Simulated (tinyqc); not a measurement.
Atomic layer deposition: Langmuir saturation, growth per cycle and coating of deep features: one step, computed by the program tinyqc.

Precursor A sticks only on free sites, so a long enough pulse saturates; co-reactant B then frees the sites again.

Task: Steady growth per cycle. One cycle from coverage th0: pulse A gives th1 = th_s + (th0 - th_s) exp(-(k_a + k_d) t), th_s = k_a/(k_a + k_d); the purge leaves th2 = th1 exp(-k_d t_p); pulse B converts c_B th2 into film and leaves th3 = (1 - c_B) th2. Growth = G c_B th2. The periodic state has th0 = th3: th0 = (1 - c_B) e_p th_s (1 - e_a)/(1 - (1 - c_B) e_p e_a), with e_a = exp(-(k_a + k_d) t), e_p = exp(-k_d t_p). Share of impinging molecules used = q (th1 - th0)/(F t).

Inputs (values chosen for the exercise, modelled on silicon dioxide from an aminosilane and ozone):
```
quantity                              value      unit
site density q                          2.5    1/nm^2
growth per cycle at saturation G        1.2  angstrom
temperature T                           250         C
pulse time t                            1.3         s
co-reactant completion per pulse c_B    0.9         -
purge time t_p                          4.3         s
```

k_a = 12.14565 1/s

k_d = 1.109168e-04 1/s

flux F = 4977.726 1/(nm^2 s)

Give: coverage after pulse A; growth per cycle; share of impinging molecules used.

Result:

coverage after pulse A = 0.99999

growth per cycle = 1.0795 angstrom

share of impinging molecules used = 3.4772e-04

The pulse is 15.79 filling times long: saturated.
